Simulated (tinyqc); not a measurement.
Static response in three, two and one dimensions: static screening by free carriers.

Lindhard at zero temperature: eps(q)/eps = 1 + (qTF/q)^2 L(x), x = q/(2 kF), L(x) = 1/2 + ((1 - x^2)/(4x)) ln|(1 + x)/(1 - x)|.

kF = 1.19958 1/angstrom
qTF = 1.69891 1/angstrom

x = q/(2 kF). Response over its long-wave value: L3 as above; L2 = 1 for x <= 1 and 1 - sqrt(1 - 1/x^2) beyond; L1 = ln|(1 + x)/(1 - x)|/(2x).

Response:
```
x         L3     L2     L1  eps(q)/eps, Lindhard 3D  Thomas-Fermi
0.099  0.997  1.000  1.003                    51.99         52.16
0.296  0.970  1.000  1.031                    6.553         6.723
0.493  0.915  1.000  1.095                    2.887         3.063
0.690  0.822  1.000  1.229                    1.866         2.053
0.887  0.669  1.000  1.587                    1.427         1.637
0.966  0.570  1.000  2.100                    1.306         1.537
1.006  0.483  0.891  2.889                    1.239         1.495
1.084  0.370  0.614  1.481                    1.158         1.427
1.282  0.238  0.374  0.815                    1.072         1.305
1.577  0.147  0.227  0.474                    1.030         1.202
2.169  0.074  0.113  0.230                    1.008         1.107
```

Next to x = 1 the table has L3 = 0.570 and 0.483, L2 = 1.000 and 0.891, L1 = 2.100 and 2.889: an infinite slope in 3D, a kink in 2D and a logarithmic peak in 1D, where the whole Fermi surface is joined by 2 kF. These features give Friedel oscillations of period pi/kF = 2.62 angstrom at zero temperature; they wash out once kT nears EF, so this table, for T = 0, describes the gas only where EF is well above kT. Thomas-Fermi overstates eps(q) by 6.1 % at x = 0.493 and by 16.7 % at x = 1.577.

(tinyqc, `OMP_NUM_THREADS=1 python tinyqc.py 1680738 1680739 out.jsonl`, Intel(R) Xeon(R) Processor @ 2.30GHz, 1 thread, shared host, about 0.01 s.)
